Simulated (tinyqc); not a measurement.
Comparisons within one model: Weaire-Thorpe hybrids on a Bethe lattice: gap and dangling bond of an amorphous tetrahedral solid. A value that a table varies takes the place of the one given here.

Four sp3 hybrids an atom at energy 0, coupled by -V1 on the atom and by -V2 along a bond; the bonds form a tree (no rings). For any network the gap runs at least from -V2 + V1 to V2 - 3 V1, and p-like states pile up at -V2 + V1 and V2 + V1. On the tree the gap is wider: it ends at Ec = -V1 + sqrt(V2^2 + 4 V1^2 - 2 sqrt3 V1 V2), which makes it well wider than the gaps of the real glasses. A branch seen from a hybrid has the self-energy S = V2^2 g, where g is the Green function of the hybrid across the bond, whose three partners carry S themselves. With a = z - V1, b = a - S: g = 1/(a + V1 b/(b + 3 V1)), z = E + i eta. A full atom has G = (1/b)(b + 3 V1)/(b + 4 V1) per hybrid; a dangling hybrid with shift dh has G = 1/(1/g - dh).

Values chosen for the exercise (of the size of tabulated hybrid energies for amorphous germanium; not measured data): V1 = 1.92 eV (coupling of two hybrids on one atom); V2 = 4.37 eV (coupling of the two hybrids of a bond); eta = 0.02 eV (broadening); dh = 0.27 eV (shift of the dangling hybrid (rehybridisation)); VH = 4.98 eV (coupling to a hydrogen atom); eH = -3.4 eV (hydrogen level); E1s = -3.7 eV (first energy); dE = 0.43 eV (step).

## Bulk, dangling and hydrogenated hybrids across the gap

edges (eV): Ev -2.45000, Ec(bound) -1.39000, Ec(tree) 0.26570

Thirteen energies E1s + j dE. With hydrogen the hybrid gains the self-energy VH^2/(z - eH) and dh = 0.

Density per hybrid (1/eV):
```
E (eV)    bulk  dangling  with hydrogen
-3.70   0.0014    0.0005         0.0003
-3.27   0.0026    0.0005         0.0002
-2.84   0.0106    0.0005         0.0002
-2.41   0.7959    0.0006         0.0002
-1.98   0.0074    0.0008         0.0002
-1.55   0.0021    0.0012         0.0002
-1.12   0.0011    0.0020         0.0002
-0.69   0.0007    0.0043         0.0003
-0.26   0.0007    0.0183         0.0004
0.17    0.0012    0.4823         0.0008
0.60    0.0203    0.1732         0.0132
1.03    0.0277    0.1418         0.0236
1.46    0.0319    0.1230         0.0347
```

Between Ev = -2.45 and Ec = 0.27 eV the bulk density is a broadening tail (least 0.0007). The dangling hybrid reaches 0.482 at 0.17 eV among these rows; its level lies at 0.104 eV, and the peak there, of width eta, is far higher unless a row falls on it. With hydrogen the largest value on the rows inside the gap, more than 0.05 eV from an edge, is 0.0008, and 1/g = VH^2/(E - eH) has no root in the gap: the state has gone into a bonding level below and an antibonding one above.

## Level against rehybridisation

Root of 1/g(E) = dh for eta = 0 in the gap of the tree, between Ev = -V2 + V1 and Ec; a dash: none. A flatter atom makes the hybrid more p-like (dh > 0, up to V1), a more pyramidal one more s-like (dh < 0).

Level:
```
dh (eV)   E (eV)  above Ev (eV)  weight
-3.0     -1.6998         0.7502   0.586
-2.5     -1.4025         1.0475   0.602
-2.0     -1.1000         1.3500   0.606
-1.5     -0.7988         1.6512   0.596
-1.0     -0.5069         1.9431   0.568
-0.5     -0.2354         2.2146   0.513
0.0       0.0000         2.4500   0.421
0.5       0.1764         2.6264   0.274
1.0       0.2624         2.7124   0.058
```

A level exists for 9 of the 9 rows, from dh = -3 (0.750 eV above Ev) to 1 (2.712 eV); the gap of the tree is 2.716 eV. Its slope dE/d(dh) is the weight, largest at dh = -2 (0.61). A level that rises as the atom flattens is why an emptied dangling bond relaxes flat and a doubly filled one pyramidal.

## Stretching the bonds

V2 is scaled as (d0/d)^2 and V1 stays. Bound 2 V2 - 4 V1; tree V2 - 2 V1 + sqrt(V2^2 + 4 V1^2 - 2 sqrt3 V1 V2); a negative bound means that a network with rings may have no gap.

Against d/d0:
```
d/d0  V2 (eV)  V2/V1  bound (eV)  tree (eV)
0.96    4.742  2.470       1.804      3.288
0.98    4.550  2.370       1.420      2.988
1.00    4.370  2.276       1.060      2.716
1.02    4.200  2.188       0.721      2.470
1.04    4.040  2.104       0.401      2.249
1.07    3.817  1.988      -0.046      1.959
1.10    3.612  1.881      -0.457      1.713
1.15    3.304  1.721      -1.071      1.384
```

The bound falls by 175 meV for each per cent of stretch near d0 and vanishes at d/d0 = 1.067, inside the table. Weak, stretched bonds therefore put states closest to the edges, one origin of band tails.

## What each parameter does

Ev = -V2 + V1, conduction edge of the tree -V1 + sqrt(V2^2 + 4 V1^2 - 2 sqrt3 V1 V2), and the level that solves 1/g(E) = dh for eta = 0. Each row changes one parameter from the base and keeps the others.

Results:
```
case          Ev (eV)  Ec (eV)  level (eV)  weight
base          -2.4500   0.2657      0.1044   0.350
V1 = 1.84 eV  -2.5300   0.3475      0.1182   0.405
V2 = 4.52 eV  -2.6000   0.3412      0.1158   0.396
dh = 0.17 eV  -2.4500   0.2657      0.0680   0.378
```

The largest shifts from the base row, up to three for each result and ties (the steps differ in size, so this ranks the rows, not the parameters). Ev (eV): V2 -0.1500, V1 -0.0800; unchanged at the printed digits by dh. Ec (eV): V1 +0.0818, V2 +0.0755; unchanged at the printed digits by dh. level (eV): dh -0.0364, V1 +0.0138, V2 +0.0114. weight: V1 +0.056, V2 +0.047, dh +0.028.

Computed by tinyqc, a small Python program: `OMP_NUM_THREADS=1 python tinyqc.py 1452794 1452795 out.jsonl` (the numbers bound the seed that draws the inputs); one thread of a shared host (Intel(R) Xeon(R) Processor @ 2.30GHz), about 0.03 s for the whole set of steps.
